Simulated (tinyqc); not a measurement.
Bandgap voltage reference from two bipolar transistors: one step of the calculation.

Two transistors of area 1 and N carry the same current I. Is(T) = Is (T/T0)^eta exp[(Vg0 q/kB)(1/T0 - 1/T)], VBE1 = Vt ln(I/Is(T)) + I rb, VBE2 = Vt ln(I/(N Is(T))) + I rb/N. The amplifier forces I R1(T) = VBE1 - VBE2 + Vos, with R(T) = R (1 + tc (T - T0)) for both resistors, and the output is Vref = VBE1 + I R2(T). Base currents and the Early effect are neglected.

Task. Resistor for zero slope at T0, ideal case. With tc = 0, Vos = 0 and rb = 0 the current is proportional to T, dVBE/dT = (VBE - Vg0 - (eta - 1) Vt)/T, and Vref has zero slope at T0 when Vref = Vg0 + (eta - 1) Vt0. Find VBE1, its slope, that Vref, R2/R1 and the curvature d2Vref/dT2 = -(eta - 1) kB/(q T0).

Parameters, values chosen for the exercise; values of the order met in silicon bipolar transistors:
- T0 = 300 K (reference temperature)
- Vg0 = 1.142 V (band-gap voltage extrapolated to 0 K)
- eta = 4.1 (temperature exponent of the saturation current)
- Is = 7.7e-16 A (saturation current of the unit transistor at T0)
- N = 24 (area ratio of the second transistor)
- R1 = 15 kohm (resistor across which the difference of VBE falls, at T0)

Constants: q = 1.602176634e-19 C, kB = 1.380649e-23 J/K. Results are converted to the units shown.

Give: VBE1; dVBE/dT; Vref; R2/R1; curvature.

Result.

VBE1 = 0.58646 V
dVBE/dT = -2.1189 mV/K
Vref = 1.2221 V
R2/R1 = 7.7372
curvature = -0.89046 uV/K^2

Computed by the program tinyqc: `OMP_NUM_THREADS=1 python tinyqc.py 2062182 2062183 out.jsonl`, one thread of a shared Intel Xeon 2.30GHz, about 0.02 s for the whole run.
